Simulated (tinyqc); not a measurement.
## Junctionless gate-all-around wire, depletion approximation: transfer curve

A uniformly doped n-type wire of radius R under a surrounding gate; long channel. Below flat band a shell from radius rc to R is fully depleted and the neutral core, at channel potential V (0 at the source, Vd at the drain), carries the current with constant mobility; s = (rc/R)^2 is the share of the cross-section that conducts. The edge of the depleted shell is taken as abrupt, so there is no subthreshold current.

Cox = eps0 eox/(R ln(1 + tox/R)); A = q Nd R^2/(4 eps0 eps_r); B = q Nd R/(2 Cox); VT = Vfb - A - B. s solves Vfb - Vg + V = A (1 - s + s ln s) + B (1 - s), and s = 0 where the left side exceeds A + B. I = (q mu Nd pi R^2/L)[g(s0) - g(sL)], g = A (s^2/4 - (s^2/2) ln s) + B s^2/2, with s0 at V = 0 and sL at V = Vd.

Inputs (values chosen for the exercise); material values those of a made-up semiconductor:
- eps_r = 11.1 (relative permittivity of the semiconductor)
- eox = 3.9 (relative permittivity of the gate insulator)
- tox = 1.2 nm (insulator thickness)
- R = 20 nm (wire radius)
- Nd = 4.2e18 cm^-3 (donor density)
- Vfb = 0.96 V (flat-band voltage)
- mu = 73 cm^2/(V s) (effective mobility in the wire)
- L = 0.2 um (gate length)
- Vd = 0.05 V (drain voltage)

Constants: q = 1.602176634e-19 C, eps0 = 8.8541878128e-14 F/cm where lengths are in cm. Results are converted to the units shown.

Transfer curve:
```
Vg (V),s0,rc at the source (nm),sL,I (uA)
0.12,0.01999,2.828,0.004763,0.01855
0.22,0.06070,4.927,0.03883,0.07642
0.32,0.1130,6.724,0.08543,0.1528
0.43,0.1845,8.592,0.1501,0.2578
0.53,0.2643,10.28,0.2225,0.3751
0.63,0.3619,12.03,0.3105,0.5181
0.73,0.4840,13.91,0.4192,0.6959
0.84,0.6644,16.30,0.5744,0.9538
0.94,0.9215,19.20,0.7747,1.302
```

What does the table show?

Between VT = 0.0482 V and flat band, the core radius rises from 2.83 to 19.2 nm and the current rises from 0.0186 to 1.30 uA. The drain end is pinched off in 0 of the 9 rows. ds0/dVg is 0.407 1/V between the first two rows and 2.57 1/V between the last two: the gate acts more strongly when the depleted shell between it and the core is thin. At Vg = 0.12 V the core at the source is under two Debye lengths (at 300 K) in radius, so the abrupt edge fails.

Computed by the program tinyqc: `OMP_NUM_THREADS=1 python tinyqc.py 2460074 2460075 out.jsonl`, one thread of a shared Intel Xeon 2.30GHz, about 0.01 s for the whole run.
